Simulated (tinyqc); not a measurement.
# Changing the step factor eta

Model: geometry relaxation of a small cluster. Computed by tinyqc, a small Python program. Command: `OMP_NUM_THREADS=1 python tinyqc.py 3007369 3007370 out.jsonl relax sweep`. One thread of a shared host (Intel(R) Xeon(R) Processor @ 2.30GHz), about 0.01 s of CPU time with the checks.

E = sum_(i<j) phi(r_ij), phi(r) = eps [exp(-2 alpha (r - r0)) - 2 exp(-alpha (r - r0))]; the force on i is -sum_j phi'(r_ij) (R_i - R_j)/r_ij.

Inputs (values chosen for the exercise, for model atoms):
```
quantity                 value        unit
length r0                 2.82    angstrom
well depth eps            0.62          eV
stiffness alpha           1.31  1/angstrom
largest number of steps    500           -
```

Potential: Morse. Method: conjugate gradient.

starting positions (angstrom):
```
            x     y      z
atom 1  -0.13  0.11   0.04
atom 2    2.7  -0.1  -0.23
atom 3   1.32  2.45  -0.01
```

Method:
- Conjugate gradient (Polak-Ribiere): d = F + beta d(old), beta = max(0, F.(F - F(old))/|F(old)|^2), d = F at first; step length from one secant, s = eta (F.d)/(F.d - F(R + eta d).d), replaced by eta if that is not positive; R(new) = R + s d.
- No atom moves more than 0.3 angstrom a step (the whole step is scaled). Stop when the largest force component is below 1e-5 eV/angstrom.
- Hessian at the final positions by central differences of the forces; six eigenvalues vanish (translations and rotations). Steepest descent is stable for eta below 2/lambda_max and contracts the softest mode by 1 - eta lambda_min a step.

One run for each value:
```
step factor eta (angstrom^2/eV)  steps  final energy (eV)  largest stable eta (angstrom^2/eV)
0.054                                6              -1.86                             0.31329
0.079                                6              -1.86                             0.31329
0.110                                6              -1.86                             0.31329
0.170                                6              -1.86                             0.31329
0.240                                6              -1.86                             0.31329
0.350                                6              -1.86                             0.31329
0.510                                5              -1.86                             0.31329
0.740                                5              -1.86                             0.31329
1.100                                4              -1.86                             0.31329
```

What does the table show, and why?

Over the rows, steps falls from 6.00 to 4.00, flat over part of the range. The final energy is the same in every row; the largest stable eta for plain steepest descent is 0.313.

Extremes, crossings and ranges named in words are read from the listed rows.
